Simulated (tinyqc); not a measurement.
Rapid thermal processing of a wafer: radiative balance, ramp and cooling, pattern effects, pyrometer error and spike budget: one step, computed by the program tinyqc. Command: `OMP_NUM_THREADS=1 python tinyqc.py 3113023 3113024 out.jsonl rtp walk`. One thread of a shared host (Intel(R) Xeon(R) Processor @ 2.30GHz), about 0.04 s of CPU time with the checks.

The wafer is opaque and uniform through its thickness unless said otherwise; temperatures in formulas are in kelvin (C + 273.15). sigma = 5.670374419e-12 W/(cm^2 K^4).

Task: Power to hold and to ramp. Effective emissivity between parallel grey plates: eps_eff = 1/(1/eps + 1/(1 - r) - 1). Loss per area q(T) = 2 eps_eff sigma (T^4 - T_w^4) + h (T - T_w). Absorbed power during a ramp = q(T) + C d x ramp rate; thermal time constant tau = C d/(dq/dT), dq/dT = 8 eps_eff sigma T^3 + h; natural cooling rate q/(C d); front-to-back difference under one-sided heating at the end of the ramp = (absorbed power) d/(2 k).

Inputs (values chosen for the exercise, modelled on a hot silicon wafer):
```
quantity,value,unit
wafer thickness d,725,micrometre
heat capacity per volume C,2.27,J/(cm^3 K)
thermal conductivity k,0.23,W/(cm K)
emissivity eps of each face,0.64,-
reflectivity of the chamber walls r,0.2,-
"gas heat-transfer coefficient h, both faces together",4.9,mW/(cm^2 K)
wall temperature T_w,350,K
process temperature,630,C
ramp rate,350,K/s
```

Give: eps_eff; holding power q; power at the end of the ramp; dq/dT; time constant tau; natural cooling rate; front-to-back difference.

Result:

eps_eff = 0.55172

holding power q = 6.7795 W/cm^2

power at the end of the ramp = 64.381 W/cm^2

dq/dT = 23.338 mW/(cm^2 K)

time constant tau = 7.0519 s

natural cooling rate = 41.194 K/s

front-to-back difference = 10.147 K

Radiation carries 60 % of the loss. The ramp needs 9.5 times the holding power.
